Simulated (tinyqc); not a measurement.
Width and zero-phonon weight against temperature: configuration-coordinate model of a defect: Huang-Rhys factor and luminescence line shape. Computed by tinyqc, a small Python program. Command: `OMP_NUM_THREADS=1 python tinyqc.py 3028586 3028587 out.jsonl ccline walk`. One thread of a shared host (Intel(R) Xeon(R) Processor @ 2.30GHz), about 0.01 s of CPU time with the checks.

Ground state E_g(Q) = (1/2) omega_g^2 Q^2; excited state E_e(Q) = E_0 + (1/2) omega_e^2 (Q - dQ)^2 with omega_e = omega_g and E_0 = E_ZPL. Q is mass-weighted; the dipole does not depend on Q (Condon approximation).

Inputs (values chosen for the exercise, for a model defect): zero-phonon energy E_ZPL = 0.575 eV; displacement dQ = 0.625 u^(1/2) angstrom; ground-state phonon hbar omega_g = 36.2 meV.

Modes: equal frequencies in both states.

Constants: hbar^2/u = 4.18015928e-03 eV angstrom^2; k_B = 8.617333262e-05 eV/K.

Method:
- S = hbar omega dQ^2/(2 hbar^2/u) for each state; relaxation energy S hbar omega; absorption at E_0 + S_e hbar omega_e, emission at E_0 - S_g hbar omega_g; the Stokes shift is their difference.
- Overlaps <m_e|n_g> of harmonic-oscillator functions (Hermite recursion, positive leading coefficients) by a sum over an even grid (700 points from x = -9 to 9 + d for the small table, 1500 points from -16 to 16 + d for the thermal sums), with x = Q sqrt(omega_g/hbar), d = sqrt(2 S_g) and frequency ratio omega_e/omega_g.
- Initial levels m = 0..24 carry Boltzmann weights exp(-m hbar omega_e/k_B T), normalised; final levels n = 0..79; a line lies at E_ZPL + m hbar omega_e - n hbar omega_g with weight w_m <m|n>^2. Moments are taken over these weights without the E^3 factor; FWHM = 2 sqrt(2 ln 2) x standard deviation; the zero-phonon weight is the sum of w_m <m|m>^2.
- For comparison: FWHM(0) sqrt(coth(hbar omega_e/2 k_B T)) with FWHM(0) from the first row, and exp(-S_g coth(hbar omega_e/2 k_B T)).

S_g = 1.69140

Against temperature:

| T (K) | mean energy (eV) | FWHM (eV) | coth law (eV) | zero-phonon weight | exp(-S coth) |
|---|---|---|---|---|---|
| 21 | 0.51377 | 0.11086 | 0.11086 | 0.18426 | 0.18426 |
| 63 | 0.51377 | 0.11100 | 0.11100 | 0.18414 | 0.18347 |
| 130 | 0.51377 | 0.11533 | 0.11533 | 0.18058 | 0.16033 |
| 210 | 0.51377 | 0.12703 | 0.12703 | 0.17242 | 0.10854 |
| 340 | 0.51377 | 0.14955 | 0.14955 | 0.16008 | 0.04607 |
| 500 | 0.51377 | 0.17595 | 0.17595 | 0.14767 | 0.01412 |
| 710 | 0.51377 | 0.20676 | 0.20676 | 0.13438 | 0.00279 |

What follows from these numbers?

The width grows by a factor 1.87, flat while k_B T is well below hbar omega and as sqrt(T) above; for equal frequencies the coth law is exact. The mean energy stays fixed, as it must for equal frequencies. The zero-phonon weight goes from 0.184 to 0.134; the single exponential assumes equal frequencies, leaves out lines that absorb and emit the same number of phonons, and falls to 0.00279.
